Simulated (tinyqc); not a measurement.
Scattering rates of a carrier in a spherical band by Fermi's golden rule. Which input was changed? Computed by tinyqc, a small Python program. Command: `OMP_NUM_THREADS=1 python tinyqc.py 3031812 3031813 out.jsonl scatter which`. One thread of a shared host (Intel(R) Xeon(R) Processor @ 2.30GHz), about 0.07 s of CPU time with the checks.

All processes here are isotropic or elastic, and the rate listed is the momentum relaxation rate.

Inputs (values chosen for the exercise, modelled on holes in silicon):
```
quantity,value,unit
density-of-states mass of one valley m,0.489,m_0
non-parabolicity alpha,0.32,1/eV
static permittivity eps_s,11.7,-
density rho,2329,kg/m^3
sound velocity v_l,8910,m/s
acoustic deformation potential D_A,5.3,eV
phonon energy hbar w,60.4,meV
optical or intervalley deformation potential D_o,10,1e8 eV/cm
final valleys Z_f,1,-
ionised impurity density N_I,1.4e+18,1/cm^3
temperature T,300,K
carrier energy E,55,meV
alloy fraction x,0.31,-
alloy potential U,1.1,eV
lattice constant a,5.43,angstrom
```

Crystal: non-polar. Band: Kane. Impurity formula: Brooks-Herring. Further scattering: alloy.

Constants: k_B = 8.617333262e-05 eV/K; eps_0 = 8.8541878128e-12 F/m; k_B = 1.380649e-23 J/K; e = 1.602176634e-19 C; hbar = 1.054571817e-34 J s; m_0 = 9.1093837015e-31 kg; hbar = 6.582119569e-16 eV s.

Method:
- Phonon occupation N_q = 1/(exp(hbar w/(k_B T)) - 1).
- Debye screening by free carriers of density N_I: L_s = sqrt(eps_s eps_0 k_B T/(e^2 N_I)).
- Kane band: hbar^2 k^2/(2 m) = E (1 + alpha E), speed v = hbar k/(m (1 + 2 alpha E)), states per spin, volume and energy g(E) = m k (1 + 2 alpha E)/(2 pi^2 hbar^2); overlap factors are set to 1. Masses are multiplied by m_0 and all formulas are in SI units.
- Acoustic deformation potential (elastic, equipartition, absorption and emission together): 1/tau = 2 pi k_B T D_A^2 g(E)/(hbar rho v_l^2).
- Singly charged impurities, momentum relaxation: 1/tau = N_I e^4 m (1 + 2 alpha E) Phi/(8 pi (eps_s eps_0)^2 hbar^3 k^3), with alpha = 0 for a parabolic band.
- Brooks-Herring: Phi = ln(1 + b) - b/(1 + b), b = 4 k^2 L_s^2.
- Optical or intervalley deformation potential: 1/tau = (pi Z_f D_o^2/(rho w)) [N_q g(E + hbar w) + (N_q + 1) g(E - hbar w)], with g = 0 below the band edge.
- Alloy disorder: 1/tau = (2 pi/hbar) Omega x (1 - x) U^2 g(E), Omega = a^3/4 (other conventions for Omega rescale U).
- Rates add: 1/tau_m is the sum, and the mean free path is v tau_m.

Problem. One of these inputs alone was changed, within the range given: non-parabolicity alpha (0.16 to 0.64); optical or intervalley deformation potential D_o (5 to 20); ionised impurity density N_I (7e+17 to 2.8e+18); carrier energy E (27.5 to 110). Which one, and to what value?

Results:
```
run,ionised-impurity rate (1/s),acoustic rate (1/s),mean free path (nm)
before,5.726192e+12,1.713400e+12,5.276025
after,7.717755e+12,1.482204e+12,4.922288
```

Solution.

Each candidate set to reproduce ionised-impurity rate, and what it then gives:
```
candidate,range searched,value needed,acoustic rate (1/s),mean free path (nm)
non-parabolicity alpha (1/eV),0.16 to 0.64,out of reach,-,-
optical or intervalley deformation potential D_o (1e8 eV/cm),5 to 20,no effect,-,-
ionised impurity density N_I (1/cm^3),7e+17 to 2.8e+18,2.291e18,1.7134e+12,5.0047
carrier energy E (meV),27.5 to 110,42.00,1.4822e+12,4.9223
```

Only carrier energy E fits every result: it went from 55 to 42.0 meV. The next best candidate, ionised impurity density N_I, misses one result by 16 %.

Caution: k times the effective Bohr radius is below 1, so the Born approximation behind the Brooks-Herring rate is rough. Caution: hbar/tau is more than half the carrier energy, so the golden rule and a sharp energy lose their meaning.
